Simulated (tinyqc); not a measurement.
## Two channel transmissions from conductance and noise

Problem. A contact has two spin-degenerate channels: G = (2 q^2/h)(T1 + T2), Fano factor F = [T1 (1 - T1) + T2 (1 - T2)]/(T1 + T2), T1 > T2. Find T1 and T2.

G in units of 2 q^2/h = 1.26
Fano factor = 0.32936508

Answer. With g = T1 + T2, T1^2 + T2^2 = g (1 - F), so (T1 - T2)^2 = 2 g (1 - F) - g^2.

T1 = 0.790
T2 = 0.470

Program tinyqc, `OMP_NUM_THREADS=1 python tinyqc.py 2740046 2740047 out.jsonl`; Intel Xeon 2.30GHz, shared host, one thread, about 0.04 s.
